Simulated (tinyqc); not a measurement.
Worked calculation: conduction-band anticrossing with a localised impurity level. Values are carried at full precision from step to step, so a last printed digit may differ when a step is redone from the rounded ones.

Host conduction band EM(k) = Eg - al x + c k^2/mM, c = hbar^2/2m0, coupled to a flat level EI by V = C sqrt(x): H = [[EM, V], [V, EI]], E+/- = (EM + EI)/2 +/- sqrt((EM - EI)^2/4 + V^2). The host weight of a state at E is f = 1/(1 + V^2/(E - EI)^2), and its mass at k = 0 is mM/f. The gap is E-(0), the valence top staying at 0.

Constants: hbar^2/2m0 = 3.80998211 eV angstrom^2.

Values chosen for the exercise (host near GaAs; the results hold for these values, not for the real material):
```
symbol  value   unit        meaning
Eg      1.499   eV          gap at Gamma to the s-like level
mM      0.0661  m0          mass of the host band
EI      1.711   eV          impurity level, from the valence top of the host
C       3.04    eV          coupling
al      1.11    eV          linear shift of the host edge
x       0.022               impurity fraction
k       0.015   1/angstrom  wave vector
```

## The two levels at k = 0

Give EM, V, both levels, their host weights, the gap and the mass of the band at the gap.

EM(0) = 1.4746 eV
V = 0.4509 eV

E-, E+ (eV): 1.1266  2.0589

host weights: 0.6268  0.3732

gap = 1.1266 eV
mass of E- = 0.1055 m0

The gap is 372 meV below that of the host, 169 meV per 1 % of impurity. V/|EM - EI| = 1.91; second-order perturbation theory would shift the host level by V^2/(EM - EI) = -860 meV, the exact shift is -348 meV.

## The levels at one k

Fill in the matrix and give levels and weights.

H (eV):
```
            host  impurity
host      1.4875    0.4509
impurity  0.4509    1.7110
```

E-, E+ (eV): 1.1347  2.0638

host weights: 0.6203  0.3797

## Dispersion

Seven points from k = 0 to 0.12 1/angstrom.

Levels (eV):
```
k (1/angstrom)      EM      E-      E+  host weight of E-
0.000           1.4746  1.1266  2.0589              0.627
0.020           1.4976  1.1410  2.0677              0.615
0.040           1.5668  1.1823  2.0955              0.579
0.060           1.6821  1.2454  2.1477              0.516
0.080           1.8435  1.3215  2.2330              0.427
0.100           2.0510  1.3991  2.3629              0.324
0.120           2.3046  1.4680  2.5476              0.225
```

E- flattens towards EI = 1.711 eV, which it cannot cross: its width is bounded by 0.584 eV, of which 58 % is used up at the last point. The unmixed host band crosses EI at k = 0.0640 1/angstrom, where the splitting is smallest, 2V = 0.902 eV.

## Checks

- Closed form against diagonalisation: they agree to 1e-10 or better.
- Mass mM/f against the curvature of the band: both 0.1055.

(tinyqc, `OMP_NUM_THREADS=1 python tinyqc.py 1081526 1081527 out.jsonl`, Intel(R) Xeon(R) Processor @ 2.30GHz, 1 thread, shared host, about 0.01 s.)
